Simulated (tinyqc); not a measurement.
Raman shift of the zone-centre optical phonon of a diamond-structure crystal under stress: one step, computed by the program tinyqc. Command: `OMP_NUM_THREADS=1 python tinyqc.py 3008337 3008338 out.jsonl ramanstress walk`. One thread of a shared host (Intel(R) Xeon(R) Processor @ 2.30GHz), about 0.01 s of CPU time with the checks.

Axes x, y, z are the cube axes. Strain shifts the threefold optical mode and can split it; p, q and r are the phonon deformation potentials.

Question. The line seen from a (001) surface. Backscattering from a (001) surface: incident polarisation (cos phi, sin phi, 0). With Raman tensors (R_z)_xy = (R_z)_yx = 1 and cyclic, only the z component u_z of a mode counts: I = u_z^2 sin^2(2 phi) for parallel and u_z^2 cos^2(2 phi) for crossed polarisers. An unresolved line sits at the intensity-weighted shift, which is M_zz/(2 omega_0).

Inputs (values chosen for the exercise, modelled on silicon): stress sigma (tension positive) = 2.9 GPa; polarisation angle phi = 75 degree.

Stress state: uniaxial. Axis: [210].

M/(2 omega_0) (1/cm):
```
           x          y          z
x  -4.352929  -2.733446   0.000000
y  -2.733446  -5.910579   0.000000
z   0.000000   0.000000  -6.429795
```

Give: total intensity, parallel; total intensity, crossed; shift of the observed line; shift per stress; stress per shift.

Answer.

total intensity, parallel = 0.25

total intensity, crossed = 0.75

shift of the observed line = -6.4298 1/cm

shift per stress = -2.2172 1/(cm GPa)

stress per shift = -451.03 MPa cm

The z-polarised mode is an eigenmode here, so one line is seen. Caution: strains above about 1 % call for terms beyond linear order.
